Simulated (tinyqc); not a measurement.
Frequency dispersion of an accumulation capacitance by border traps, distributed model: one step of the calculation.

Traps spread evenly through the insulator exchange electrons with the semiconductor by tunnelling, with tau(x) = t0 exp(2 ka x) at depth x from the interface. The admittance per area Y seen at depth x obeys dY/dx = -Y^2/(i w eps0 eox) + q Nb ln(1 + i w tau)/tau, with Y(0) = i w Cs and w = 2 pi f; the gate sees Y(tox) = G + i w C. Working variable y = Y/(i w), in uF/cm^2. Cox = eps0 eox/tox.

Task. Capacitance and conductance at the gate. Beyond xe the traps are ignored, so 1/y(tox) = 1/y(xe) + (tox - xe)/(eps0 eox); C = Re y, G/w = -Im y, loss tangent G/(w C).

Values chosen for this exercise; permittivity close to that of silicon dioxide: relative permittivity of the insulator eox = 3.98; insulator thickness tox = 12 nm; depth down to which the steps are taken xe = 2.5 nm.

Constants: eps0 = 8.8541878128e-14 F/cm where lengths are in cm. Results are converted to the units shown.

y at xe = 1.5759194-0.1807304i uF/cm^2

Find: y at the gate; C; G/w; loss tangent.

Result.

y at the gate = 0.3009-0.0065i uF/cm^2
C = 0.3009 uF/cm^2
G/w = 0.006505 uF/cm^2
loss tangent = 0.02162

tinyqc, about 0.7 s, one thread, Intel Xeon 2.30GHz (shared host): `OMP_NUM_THREADS=1 python tinyqc.py 2202237 2202238 out.jsonl`
